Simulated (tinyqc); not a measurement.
One-electron ion in a basis of Gaussians, step by step. Computed by tinyqc, a small Python program that keeps every step. Settings: Z = 2, l = 0. Command: `OMP_NUM_THREADS=1 python tinyqc.py 26384 26385 out.jsonl` (the two numbers bound the seeds that draw the settings). One thread of a shared host (Intel(R) Xeon(R) Processor @ 2.60GHz), about 0.01 s of CPU time with the checks.

## Matrices over normalised Gaussians

exponents of r^l exp(-a r^2) (1/bohr^2): 0.232000  1.135000  5.556000  27.190000

Z = 2

l = 0

With p = a_i + a_j and I(k) = Gamma((k+1)/2) / (2 p^((k+1)/2)): S = I(2l+2), T = (2l+3) a_i a_j S / p, V = -Z I(2l+1), each divided by sqrt(S_ii S_jj).

S, lower triangle:
```
,1,2,3,4
1,1.000000
2,0.650512,1.000000
3,0.245720,0.650320,1.000000
4,0.078401,0.245665,0.650408,1.000000
```

T (hartree), lower triangle:
```
,1,2,3,4
1,0.348000
2,0.375917,1.702500
3,0.164166,1.838719,8.334000
4,0.054105,0.802972,9.001619,40.785000
```

V (hartree), lower triangle:
```
,1,2,3,4
1,-1.537248
2,-1.716423,-3.400149
3,-1.334102,-3.796274,-7.522829
4,-0.926518,-2.950624,-8.399441,-16.641967
```

## Generalised eigenproblem

H = T + V (hartree), lower triangle:
```
,1,2,3,4
1,-1.189248
2,-1.340507,-1.697649
3,-1.169937,-1.957555,0.811171
4,-0.872413,-2.147653,0.602178,24.143033
```

Solve H C = S C e through S^(-1/2); each column has its largest component positive (the first on a tie).

eigenvalues of S: 0.140050  0.423689  1.131230  2.305031

eigenvalues (hartree): -1.989977  -0.295461  5.580022  45.166284

coefficients:
```
,1,2,3,4
1,0.238238,1.265467,-0.512934,-0.165855
2,0.685892,-0.864620,1.394087,0.547302
3,0.196102,-0.105830,-1.363382,-1.245738
4,0.035837,-0.025999,0.005713,1.395081
```

For Z = 2 and l = 0 the exact lowest level is -Z^2/(2 n^2) with n = l + 1: -2.000000 hartree.
